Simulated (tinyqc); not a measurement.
Estimate of lattice thermal conductivity from elastic moduli (Slack, Klemens and Cahill formulas): one step, computed by the program tinyqc.

An isotropic solid.

Problem. Point defects and grains. High-temperature forms with the classical heat capacity. Klemens: kappa/kappa_0 = arctan(u)/u, u^2 = pi^2 Theta V Gamma kappa_0/(h v_m^2). Grains: 1/kappa_poly = 1/kappa + 1/(C v_m d/3), C = 3 k_B/(n V), the acoustic branches alone.

Inputs (values chosen for the exercise, for a model crystal):
```
quantity                    value        unit
volume per atom V            34.6  angstrom^3
atoms per primitive cell n      1           -
temperature T                 400           K
disorder parameter Gamma    0.002           -
grain size d                  170          nm
```

Grueneisen parameter: from the Poisson ratio.

kappa of the perfect crystal = 49.22553 W/(m K)

Debye temperature Theta = 292.6995 K

v_m = 3203.594 m/s

Constants: h = 6.62607015e-34 J s; k_B = 1.380649e-23 J/K.

Give: disorder scale u; kappa with point defects; grain-boundary limit; kappa of the polycrystal.

Solution.

disorder scale u = 1.203

kappa with point defects = 35.90 W/(m K)

grain-boundary limit = 217.3 W/(m K)

kappa of the polycrystal = 30.81 W/(m K)

Point defects remove 27 % of kappa. Grains remove a further 14 %.
